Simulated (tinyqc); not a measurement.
Solid solubility of a dopant against its melt (retrograde solidus), clustering and the electrically active fraction: one step, computed by the program tinyqc.

Task: Active fraction after the anneal. A highly soluble donor (another dopant than that of the solidus) is limited by clustering. Donors N_a are active, and clusters hold m atoms each: N_t = N_a + m C, m C = N* (N_a/N*)^m, with N*(T) = N*(1273 K) exp[-(E_b/k_B)(1/T - 1/1273)]. Resistivity = 1/(e mu N_a).

Inputs (values chosen for the exercise, for a model dopant):
```
quantity                                      value        unit
total dopant density N_t                    1.8e+20      1/cm^3
atoms per cluster m                               2           -
cluster scale N* at 1273 K                  4.5e+20      1/cm^3
activation energy E_b of the cluster scale     0.59          eV
anneal temperature T_a                         1300           K
mobility mu                                      80  cm^2/(V s)
```

Clustering: clusters of m atoms, electrons left out.

Constants: k_B = 8.617333262e-05 eV/K; e = 1.602176634e-19 C.

Give: N*(T_a); active density N_a; active fraction; resistivity.

Result:

N*(T_a) = 5.032e+20 1/cm^3

active density N_a = 1.407e+20 1/cm^3

active fraction = 0.7815

resistivity = 0.5546 milliohm cm

Doubling the dose would raise N_a by only 73 %. Caution: this clustering law is a generic form; degeneracy and a doping-dependent mobility are left out.
